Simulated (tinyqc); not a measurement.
Transfer length from front and end resistance.

Question. A contact of length d and width W has Rc = (Rsh Lt/W) coth(d/Lt) and Re = (Rsh Lt/W)/sinh(d/Lt), with Rsh the sheet resistance under the metal and Lt = sqrt(rc/Rsh). Find Lt, Rsh and rc.

Parameters, values chosen for the exercise:

| symbol | value | unit | meaning |
|---|---|---|---|
| d | 0.32 | um | contact length |
| W | 17 | um | contact width |

Rc = 0.97600489 ohm
Re = 0.70095640 ohm

Solution. Rc/Re = cosh(d/Lt) gives Lt, and Re then gives Rsh.

Lt = 0.372 um
Rsh = 31.0 ohm/sq
rc = 4.30e-8 ohm cm^2

Program tinyqc, `OMP_NUM_THREADS=1 python tinyqc.py 2760077 2760078 out.jsonl`; Intel Xeon 2.30GHz, shared host, one thread, about 0.01 s.
